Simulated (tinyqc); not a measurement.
# Worked calculation: on-chip power grid, static voltage drop by conjugate gradients

Program tinyqc, `OMP_NUM_THREADS=1 python tinyqc.py 2770166 2770167 out.jsonl`; Intel Xeon 2.30GHz, shared host, one thread, about 0.1 s. Printed values are rounded.

A grid of 4 rows and 3 columns, node k = 3 row + column. Neighbours in a row are joined by Rx, in a column by Ry; pad nodes, which reach the supply through Rp: 0, 2, 9, 11. Each node draws I0, node 5 draws kh I0. The drops u = Vdd - V solve G u = i, with G the conductance matrix (1/Rp added on the diagonal at pad nodes).

Parameters, values chosen for the exercise:
- Vdd = 0.9 V (supply voltage)
- Rx = 0.23 ohm (resistance of a horizontal segment)
- Ry = 0.33 ohm (resistance of a vertical segment)
- Rp = 0.19 ohm (resistance from a pad node to the supply)
- I0 = 6.1 mA (load current of an ordinary node)
- kh = 3 (factor on the load at the hot node)

## Diagonal of G, loads and first direction

G_kk = sum of the conductances at node k. Start u = 0, so the residual is r = i; z = r/G_kk (Jacobi preconditioner), p = z.

G_kk (S):
```
	col 0	col 1	col 2
row 0	12.64129	11.72596	12.64129
row 1	10.40843	14.75626	10.40843
row 2	10.40843	14.75626	10.40843
row 3	12.64129	11.72596	12.64129
```

r at the start (mA):
```
	col 0	col 1	col 2
row 0	6.1	6.1	6.1
row 1	6.1	6.1	18.3
row 2	6.1	6.1	6.1
row 3	6.1	6.1	6.1
```

p at the start (mV):
```
	col 0	col 1	col 2
row 0	0.4825458	0.5202135	0.4825458
row 1	0.5860633	0.4133839	1.758190
row 2	0.5860633	0.4133839	0.5860633
row 3	0.4825458	0.5202135	0.4825458
```

## Iteration 1: conjugate-gradient step

u at the start (mV):
```
	col 0	col 1	col 2
row 0	0	0	0
row 1	0	0	0
row 2	0	0	0
row 3	0	0	0
```

q = G p; with z = r/G_kk: a = (r.z)/(p.q); u(new) = u + a p; r(new) = r - a q; b = (r.z)(new)/(r.z); p(new) = z(new) + b p.

q (mA):
```
	col 0	col 1	col 2
row 0	2.06225	0.65127	-1.48965
row 1	1.06447	-6.92149	13.26447
row 2	1.06447	-1.82529	-2.48743
row 3	2.06225	0.65127	2.06225
```

a = 2.944054

u after iteration 1 (mV):
```
	col 0	col 1	col 2
row 0	1.420641	1.531536	1.420641
row 1	1.725402	1.217024	5.176205
row 2	1.725402	1.217024	1.725402
row 3	1.420641	1.531536	1.420641
```

r after iteration 1 (mA):
```
	col 0	col 1	col 2
row 0	0.02862	4.18262	10.48560
row 1	2.96615	26.47723	-20.75131
row 2	2.96615	11.47374	13.42313
row 3	0.02862	4.18262	0.02862
```

b = 1.944857

p after iteration 1 (mV):
```
	col 0	col 1	col 2
row 0	0.940746	1.368439	1.767955
row 1	1.424784	2.598278	1.425726
row 2	1.424784	1.581523	2.429449
row 3	0.940746	1.368439	0.940746
```

## Iteration 2: conjugate-gradient step

As before.

q (mA):
```
	col 0	col 1	col 2
row 0	1.62498	-3.60428	12.07911
row 1	-3.63536	17.00806	-9.17670
row 2	0.78531	-5.44052	11.23944
row 3	1.62498	3.07335	-1.41946
```

a = 1.886716

u after iteration 2 (mV):
```
	col 0	col 1	col 2
row 0	3.195562	4.113392	4.756270
row 1	4.413566	6.119237	7.866145
row 2	4.413566	4.200910	6.309082
row 3	3.195562	4.113392	3.195562
```

r after iteration 2 (mA):
```
	col 0	col 1	col 2
row 0	-3.03726	10.98288	-12.30425
row 1	9.82504	-5.61215	-3.43749
row 2	1.48449	21.73846	-7.78250
row 3	-3.03726	-1.61592	2.70673
```

b = 0.5846930

p after iteration 2 (mV):
```
	col 0	col 1	col 2
row 0	0.309782	1.736746	0.060372
row 1	1.777012	1.138872	0.503352
row 2	0.975685	2.397875	0.672770
row 3	0.309782	0.662309	0.764166
```

## Course of the conjugate-gradient iteration

Stop when |r| is below 1e-9 mA.

Course of the iteration:
```
iteration	largest u (mV)	|r| (mA)
1	5.176205	40.1
2	7.866145	31.2
3	8.360097	12.0
4	8.290318	5.24
5	8.195848	1.61
6	8.183781	0.828
7	8.178787	0.383
8	8.174354	0.0732
9	8.174803	0.0194
10	8.175413	3.69e-3
11	8.175497	5.74e-4
12	8.175498	< 1e-11
```

Converged in 12 iterations for 12 unknowns; in exact arithmetic the method needs at most 12. The condition number of the scaled matrix is 19.3. Gauss-Seidel sweeps in node order need 117 to reach the same residual.

## Worst drop, pad currents and power lost

converged u (mV):
```
	col 0	col 1	col 2
row 0	4.009956	5.531458	4.344815
row 1	6.778593	7.404056	8.175498
row 2	6.636827	7.054206	7.074033
row 3	3.883212	5.261756	3.988017
```

Pad current u/Rp; worst drop as a share of Vdd; power lost in the grid and pads sum_k i_k u_k; power delivered sum_k i_k (Vdd - u_k).

worst drop = 8.175498 mV
share of Vdd = 0.9083887 %
pad currents (mA): node 0 21.10503, node 2 22.86745, node 9 20.43796, node 11 20.98956
power lost = 0.5276099 mW
power delivered = 76.33239 mW

The pad currents add up to the total load, 85.40 mA. The worst drop is at node 5; the hot node is 5.
